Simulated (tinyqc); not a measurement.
# Inputs raised by 2 %, one at a time

Model: Debye-Callaway model of lattice thermal conductivity. Computed by tinyqc, a small Python program. Command: `OMP_NUM_THREADS=1 python tinyqc.py 3027954 3027955 out.jsonl callaway sens`. One thread of a shared host (Intel(R) Xeon(R) Processor @ 2.30GHz), about 0.03 s of CPU time with the checks.

Three acoustic branches with one velocity v, cut at omega_D = k_B Theta/hbar; x = hbar omega/(k_B T). v and Theta are separate inputs: Theta cuts off the heat-carrying modes, so C need not reach 3 k_B/V. gamma is an effective value that sets the umklapp rate. Heat flows along the film.

Inputs (values chosen for the exercise, modelled on indium phosphide): sound velocity v = 3470 m/s; Debye temperature Theta = 321 K; volume per atom V = 25.3 angstrom^3; mean atomic mass M = 72.9 u; effective Grueneisen parameter gamma = 1.57; umklapp exponent divisor b = 3; alloy fraction f = 0.15; mass difference Delta M = 31.7 u; film thickness t = 0.16 micrometre; specularity p = 0.2; normal-process factor f_N = 4; temperature T = 200 K; probe frequency omega/omega_D = 0.12.

Sample: film. Point defects: alloy. Normal processes: included.

Constants: k_B = 1.380649e-23 J/K; hbar = 1.054571817e-34 J s; u = 1.6605390666e-27 kg.

Method:
- For a random alloy on all sites Gamma = f (1 - f) (Delta M/M)^2, with M the mean mass; strain-field scattering is left out. A = V Gamma/(4 pi v^3).
- Rates: point defects A omega^4; umklapp B omega^2 T exp(-Theta/(b T)) with B = hbar gamma^2/(M v^2 Theta); normal processes f_N B omega^2 T (T/Theta)^2. Film: the bulk time tau of each mode, from the resistive rates above, is multiplied by the Fuchs-Sondheimer factor F = (3/2) int_0^1 (1 - u^2) [1 - (1 - p) (u/d) (1 - E)/(1 - p E)] du, with E = exp(-d/u), d = t/(v tau), by 48 Gauss-Legendre points in z with u = z^4; the boundary rate is defined as 1/(F tau) - 1/tau.
- The resistive time is tau_R = 1/(boundary + point-defect + umklapp rates), and the free path is v tau_R.
- kappa_1 = c int tau_C g dx, g = x^4 e^x/(e^x - 1)^2, c = (k_B/(2 pi^2 v)) (k_B T/hbar)^3, over 0 < x < min(Theta/T, 40), by 96 Gauss-Legendre points in s with x = x_max s^2; 1/tau_C = 1/tau_R + 1/tau_N; kappa_2 = c [int (tau_C/tau_N) g dx]^2 / int (tau_C/(tau_N tau_R)) g dx; kappa = kappa_1 + kappa_2.
- Heat capacity C = 3 c int g dx / v^2; grey free path 3 kappa/(C v); the median free path v tau_C halves kappa_1 when the quadrature points are ordered by free path (each counted at half its weight, interpolated in the logarithm); likewise at 10 % and 90 %.

Runs:
```
input moved                           from      to  kappa (W/(m K))  grey free path (nm)  median free path (nm)  free path (nm)
base run                                 -       -           10.676               8.4207                 33.740          400.78
sound velocity v (m/s)                3470  3539.4           10.908               8.9510                 34.886          411.26
Debye temperature Theta (K)            321  327.42           10.894               8.1369                 34.547          395.76
volume per atom V (angstrom^3)        25.3  25.806           10.568               8.3354                 33.840          399.79
mean atomic mass M (u)                72.9  74.358           10.970               8.6524                 34.052          404.92
effective Grueneisen parameter gamma  1.57  1.6014           10.530               8.3055                 32.732          396.42
mass difference Delta M (u)           31.7  32.334           10.461               8.2510                 33.941          398.78
normal-process factor f_N                4    4.08           10.628               8.3831                 33.387          400.78
```

Exponents ln(y'/y) / ln(x'/x):
```
input                                  kappa  grey free path  median free path  free path
sound velocity v                       1.084           3.084             1.687      1.303
Debye temperature Theta                1.021          -1.731             1.194     -0.636
volume per atom V                     -0.514          -0.514             0.150     -0.125
mean atomic mass M                     1.371           1.371             0.465      0.519
effective Grueneisen parameter gamma  -0.695          -0.695            -1.531     -0.552
mass difference Delta M               -1.028          -1.028             0.301     -0.252
normal-process factor f_N             -0.226          -0.226            -0.531      0.000
```

To which inputs is each result most sensitive?

Among the inputs moved here: kappa answers most in size to mean atomic mass M (exponent +1.371), next to sound velocity v (+1.084). Grey free path answers most in size to sound velocity v (exponent +3.084), next to Debye temperature Theta (-1.731). Median free path answers most in size to sound velocity v (exponent +1.687), next to effective Grueneisen parameter gamma (-1.531). Free path answers most in size to sound velocity v (exponent +1.303), next to Debye temperature Theta (-0.636); its exponent is below 0.0005 for normal-process factor f_N.
